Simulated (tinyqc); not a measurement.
Inside a calculation. Model: self-heating of a transistor with one or more fingers, with temperature-dependent conductivity. Computed by tinyqc, a small Python program that keeps every step. Command: `OMP_NUM_THREADS=1 python tinyqc.py 3018819 3018820 out.jsonl selfheat walk`. One thread of a shared host (Intel(R) Xeon(R) Processor @ 2.30GHz), about 0.06 s of CPU time with the checks. Intermediate numbers are printed to about 6 digits and carried at full precision; extremes and crossings named in words are read from the listed rows.

N long parallel fingers lie on the top face of a slab whose bottom is held at T_0; the top is otherwise insulated, and heat flows in two dimensions. P in W/mm is 1000 P in W/m.

Inputs (values chosen for the exercise, modelled on diamond):
```
quantity                                      value           unit
conductivity at the base temperature kappa_0   1820        W/(m K)
exponent m in kappa ~ T^-m                     1.12              -
base temperature T_0                            298              K
power per gate width P                          3.2           W/mm
fingers N                                         1              -
finger pitch s                                   16     micrometre
width of the heat source w                     0.44     micrometre
substrate thickness t                            98     micrometre
phonon free path Lambda                         370             nm
heat capacity C                                1.73  1e6 J/(m^3 K)
pulse length                                   0.29    microsecond
```

Power: fixed power.

## Geometry factors

A line source of power P on the top face raises the top at distance x by (P/(pi kappa_0)) g(x), g(x) = -ln tanh(pi x/(4 t)) (the image sum for the slab). On a strip of width w the centre sees the mean of g over the strip, g_0 = 1 + ln(8 t/(pi w)) for w much below t.

own factor g_0 = 7.34066

g(j s), j = 1..7: 2.05940  1.38239  1.00302  0.75033  0.56973  0.43609  0.33530

## Linear temperature rise of each finger

theta_i = (P/(pi kappa_0)) [g_0 + sum over j != i of g(|i - j| s)], with equal powers and constant conductivity; thermal resistance = largest theta/P.

theta of each finger (K): 4.10832

largest theta = 4.10832 K

thermal resistance = 1.28385 K mm/W

Caution: the source is narrower than two phonon free paths, so the Fourier result understates the rise at the source.

## Correction for the falling conductivity

Kirchhoff transformation for kappa = kappa_0 (T/T_0)^-m: T = T_0 [1 - (m - 1) theta/T_0]^(-1/(m - 1)), where theta is the linear rise. The bracket vanishes at the power P T_0/((m - 1) theta).

peak temperature = 302.140 K

true rise = 4.14021 K

true rise / linear rise = 1.00776

power at which the formula diverges = 1934.29 W/mm

The falling conductivity adds 0.8 % to the rise.

## Extra rise from ballistic phonons

Near a source smaller than the free path, Fourier's law overstates the flow. Rough estimate: a strip that emits phonons into a half space adds a resistance times area of 4 Lambda/(3 kappa_0), from the ballistic flux C v Delta T/4 with kappa_0 = C v Lambda/3, so Delta T_b = 4 Lambda P/(3 kappa_0 w); Knudsen number Lambda/w.

Knudsen number = 0.840909

ballistic rise Delta T_b = 1.97136 K

Delta T_b / largest theta = 0.479847

The ballistic term is a large share: this rough estimate calls for a transport calculation.

## Rise at the end of a pulse

After switching on, theta(tau) = (P D/kappa_0) int_0^tau X(u) Z(u) du at the hottest finger, D = kappa_0/C; X = sum over fingers at distance x of [erf((x + w/2)/r) - erf((x - w/2)/r)]/(2 w), Z = sum_(j=-200..200) (-1)^j exp(-(2 j t/r)^2)/sqrt(pi D u), r = 2 sqrt(D u); trapezoid rule on 300 points evenly spaced in ln u from u_0 = 1e-3 min(tau, w^2/D) to tau, plus the exact piece 2 sqrt(u_0/(pi D))/w below u_0. Conductivity and power are held at their base values here, and Fourier's law is used even where the diffusion length is near a phonon free path.

diffusivity D = 1052.02 micrometre^2/microsecond

diffusion length sqrt(D tau) = 17.4667 micrometre

linear rise after the pulse = 3.2343 K

share of the steady rise = 0.7873

## Rise against time

The formulas are those given above.

Heating curve:
```
time (microsecond)  sqrt(D time) (micrometre)  rise (K)  share of the steady rise
9.10e-06                            0.0978438   0.43192                    0.1051
9.10e-05                             0.309409   0.98851                    0.2406
9.10e-04                             0.978438    1.6225                    0.3949
0.0091                                3.09409    2.2657                    0.5515
0.091                                 9.78438      2.91                    0.7083
0.46                                  21.9984    3.3634                    0.8187
1.8                                   43.5160    3.7446                    0.9115
5.5                                   76.0666    4.0135                    0.9769
14                                    121.360    4.1016                    0.9984
```

Half the steady rise is reached between 9.1e-4 and 0.0091 microseconds, and the last row holds 99.8 % of it; the slowest time constant is 4 t^2/(pi^2 D) = 3.70 microseconds. While the diffusion length lies between w and the pitch or thickness, the rise grows as the logarithm of time.

Checks made by the program: g(s) against the alternating image sum (relative difference 6e-07); Kirchhoff integral of kappa/kappa_0 from T_0 to T (relative difference below 1e-10); long-time limit against the steady rise (relative difference 1e-05).
